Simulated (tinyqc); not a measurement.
# Box-like doped layer, carriers, mobility and sheet resistance with incomplete ionisation: two studies

A p-type layer from the surface x = 0 to the junction xj, N(x) = N0 for x < xb and N0 10^(-(x - xb)/Lt) beyond. Local neutrality (no depletion at surface or junction, no spilling of carriers), intrinsic carriers neglected, Boltzmann statistics.

Inputs (values chosen for the exercise); values close to those of magnesium in GaN over an n-type background:

| symbol | value | unit | meaning |
|---|---|---|---|
| T | 400 | K | temperature |
| Nb | 5.1e16 | cm^-3 | background doping of the opposite type |
| N0 | 6e18 | cm^-3 | peak chemical concentration |
| m1 | 3.01 | cm^2/(V s) | mobility limit at high doping |
| m2 | 174 | cm^2/(V s) | mobility limit at low doping, at 300 K |
| Nr | 3.03e17 | cm^-3 | reference doping of the mobility law |
| am | 0.611 |  | exponent of the mobility law |
| bt | 1.9 |  | temperature exponent of m2 |
| Ns | 4.8e19 | cm^-3 | solubility limit of active dopant |
| NB | 7.25e19 | cm^-3 | valence-band density of states at T |
| Ei | 0.172 | eV | ionisation energy in the dilute limit |
| gd | 4 |  | degeneracy factor of the level |
| ks | 0 | eV cm | lowering of Ei per N^(1/3) |
| xb | 46 | nm | depth of the flat top |
| Lt | 7.5 | nm/decade | abruptness of the tail |

Constants: q = 1.602176634e-19 C, kB = 1.380649e-23 J/K, Vt = kB T/q. Results are converted to the units shown.

Each table varies one quantity; the others keep the values above.

## Effect of the peak chemical concentration

xj = xb + Lt log10(N0/Nb). Active dopant A = min(N, Ns); p solves p (p + Nb)/(A - Nb - p) = K, K = (NB/gd) exp(-E/Vt), E = max(Ei - ks A^(1/3), 0), so p = 2 K (A - Nb)/[Nb + K + sqrt((Nb + K)^2 + 4 K (A - Nb))]; mobility mu = m1 + (m2 (T/300 K)^(-bt) - m1)/(1 + ((A + Nb)/Nr)^am). Dose = integral of N, carrier sheet density = integral of p, 1/Rs = q integral of p mu, mean mobility 1/(q Rs sheet density), Hall mobility (unit Hall factor) = integral of p mu^2 over integral of p mu, Hall sheet density = (integral of p mu)^2/integral of p mu^2; all from 0 to xj. Integrals on 4000 steps.

Effect of the peak chemical concentration:
columns A: N0 (cm^-3); B: xj (nm); C: dose (cm^-2); D: carriers (cm^-2); E: Rs (ohm/square); F: mean mobility (cm^2/(V s)); G: Rs xj (ohm nm); H: Hall/true sheet density
```
A           B         C         D        E      F        G       H
5.1e17  53.50  2.496e12  8.146e11  1.769e5  43.30  9.466e6  0.9966
9e17    55.35  4.417e12  1.229e12  1.403e5  36.21  7.766e6  0.9912
1.6e18  57.22  7.865e12  1.794e12  1.177e5  29.55  6.738e6  0.9807
2.8e18  59.05  1.378e13  2.530e12  1.032e5  23.90  6.096e6  0.9635
5e18    60.94  2.461e13  3.550e12  9.246e4  19.02  5.634e6  0.9369
9e18    62.85  4.431e13  4.941e12  8.387e4  15.06  5.271e6  0.9012
1.6e19  64.72  7.879e13  6.769e12  7.653e4  12.05  4.953e6  0.8601
2.8e19  66.55  1.379e14  9.135e12  6.971e4  9.802  4.639e6  0.8186
5e19    68.44  2.463e14  1.217e13  6.297e4  8.146  4.309e6  0.7820
```

As N0 goes from 5.1e17 to 5e19, xj rises from 53.5 to 68.4 nm, Rs falls from 1.77e5 to 63000 ohm/square, the mean mobility falls from 43.3 to 8.15 cm^2/(V s) and the share of the dose that conducts falls from 32.6 to 4.94 %. Rs goes as dose^(-0.41) at the low end and dose^(-0.18) at the high end; constant mobility and activation would give -1. Above N0 = Ns = 4.8e19 cm^-3 added dopant only widens the clipped top.

## Effect of the depth of the flat top

Same model as above.

Integrals on 4000 steps.

Result of one run:
columns A: xb (nm); B: xj (nm); C: dose (cm^-2); D: carriers (cm^-2); E: Rs (ohm/square); F: mean mobility (cm^2/(V s)); G: Rs xj (ohm nm); H: Hall/true sheet density
```
A        B         C         D        E      F        G       H
180  195.5  1.099e14  1.431e13  2.590e4  16.84  5.064e6  0.9757
```

What becomes of these results when the depth of the flat top xb is changed from 180 to 120 nm, all else the same?

Result of the changed run:
columns A: xb (nm); B: xj (nm); C: dose (cm^-2); D: carriers (cm^-2); E: Rs (ohm/square); F: mean mobility (cm^2/(V s)); G: Rs xj (ohm nm); H: Hall/true sheet density
```
A        B         C         D        E      F        G       H
120  135.5  7.394e13  9.665e12  3.799e4  17.00  5.149e6  0.9652
```

The whole series:
columns A: xb (nm); B: xj (nm); C: dose (cm^-2); D: carriers (cm^-2); E: Rs (ohm/square); F: mean mobility (cm^2/(V s)); G: Rs xj (ohm nm); H: Hall/true sheet density
```
A        B         C         D        E      F        G       H
12   27.53  9.138e12  1.307e12  2.385e5  20.02  6.567e6  0.8580
17   32.53  1.214e13  1.694e12  1.917e5  19.22  6.236e6  0.8738
25   40.53  1.694e13  2.313e12  1.459e5  18.50  5.912e6  0.8942
38   53.53  2.474e13  3.319e12  1.050e5  17.90  5.623e6  0.9169
56   71.53  3.554e13  4.712e12  7.571e4  17.49  5.416e6  0.9362
83   98.53  5.174e13  6.802e12  5.336e4  17.20  5.258e6  0.9528
120  135.5  7.394e13  9.665e12  3.799e4  17.00  5.149e6  0.9652
180  195.5  1.099e14  1.431e13  2.590e4  16.84  5.064e6  0.9757
```

As xb goes from 12 to 180, xj rises from 27.5 to 196 nm, Rs falls from 2.39e5 to 25900 ohm/square, the mean mobility falls from 20.0 to 16.8 cm^2/(V s) and the share of the dose that conducts falls from 14.3 to 13.0 %. The peak N0 is held, so the dose changes too. Rs goes as xb^(-0.82) over the table.

Computed by the program tinyqc: `OMP_NUM_THREADS=1 python tinyqc.py 2110011 2110012 out.jsonl`, one thread of a shared Intel Xeon 2.30GHz, about 0.01 s for the whole run.
